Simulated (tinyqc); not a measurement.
# Threshold switch as oscillator and as selector in a crossbar: effects of single changes

Off state: I = Ith sinh(V/V0)/sinh(Vth/V0) up to Vth. On state: V = Vh + I Ron down to the holding current Ih, at Vl = Vh + Ih Ron. Switching is instantaneous.

Values chosen for this exercise; values of the order of Ge-Sb-Te and related chalcogenides:
```
symbol,value,unit,meaning
Vth,3.3,V,threshold voltage
Vh,1.48,V,holding voltage
Ron,2.5,kohm,on-state resistance
Ith,0.32,uA,current at threshold
V0,0.21,V,voltage scale of the off-state sinh
Ih,6.5,uA,holding current
C,110,fF,capacitance across the switch
Iw,30,uA,write current
Vs,4.07,V,supply voltage
```

Each table varies one quantity; the others keep the values above.

## Frequency against load

With a load RL from Vs and C across the switch, it oscillates if the load line misses both branches: (Vs - Vl)/Ih < RL < (Vs - Vth)/Ith. Charging without leakage takes RL C ln[(Vs - Vl)/(Vs - Vth)]; discharging takes (RL || Ron) C ln[(Vth - Ve)/(Vl - Ve)], Ve = (Vs Ron + Vh RL)/(Ron + RL). Here the charging time includes the off-state leakage: the integral of C dV/[(Vs - V)/RL - I(V)].

Frequency against load:
```
RL (kohm)  charging, no leakage (ns)  charging (ns)  discharging (ns)  frequency (MHz)
530                           70.352         73.071            1.6672           13.380
630                           83.626         87.576            1.5632           11.218
750                           99.555         105.35            1.4986           9.3587
900                           119.47         128.22            1.4527           7.7118
1100                          146.01         160.03            1.4168           6.1942
1300                          172.56         193.73            1.3946           5.1250
1500                          199.11         229.97            1.3794           4.3224
1800                          238.93         291.76            1.3639           3.4115
2200                          292.03         409.80            1.3505           2.4322
```

Read the table: what changes, and by how much?

The frequency falls from 13.4 to 2.43 MHz, as RL^(-1.02) between the first two rows and RL^(-1.69) between the last two. Leakage lengthens the charging by 3.9 % in the first row and 40 % in the last; the period diverges at RL = 2410 kohm.

## Array size against supply voltage

In an N x N array driven at Vs, the V/2 scheme puts Vs/2 on 2 (N - 1) cells; the V/3 scheme puts Vs/3 on all N^2 - 1 others, N - 1 of them on the selected row. Row leakage is (N - 1) I; wasted power is the number of cells times V I. The largest N keeps the row leakage below a tenth of Iw.

Results:
```
Vs (V)  I at Vs/2 (nA)  largest N, V/2  largest N, V/3
3.46            0.1813         1.655e4         2.579e5
3.89            0.5046            5947         1.303e5
4.31             1.372            2188         6.691e4
4.74             3.818           786.7         3.381e4
5.16             10.38           290.1         1.736e4
6.01             78.54           39.20            4505
6.43             213.5           15.05            2313
```

Estimate the missing row, Vs = 5.59 V.

Computed row:
```
Vs (V)  I at Vs/2 (nA)  largest N, V/2  largest N, V/3
5.59             28.89           104.8            8773
```

With this row back in the table: The half-select current grows a decade every 2 V0 ln 10 = 0.967 V, so the largest N falls from 16600 to 15.1 in the V/2 scheme and from 2.58e5 to 2310 in the V/3 scheme. Vs must stay below 2 Vth = 6.60 V (V/2) or half-selected cells switch.

Range of the model: Delay times, drift of Vth and line resistance are left out.

Computed by the program tinyqc: `OMP_NUM_THREADS=1 python tinyqc.py 2490119 2490120 out.jsonl`, one thread of a shared Intel Xeon 2.30GHz, about 0.01 s for the whole run.
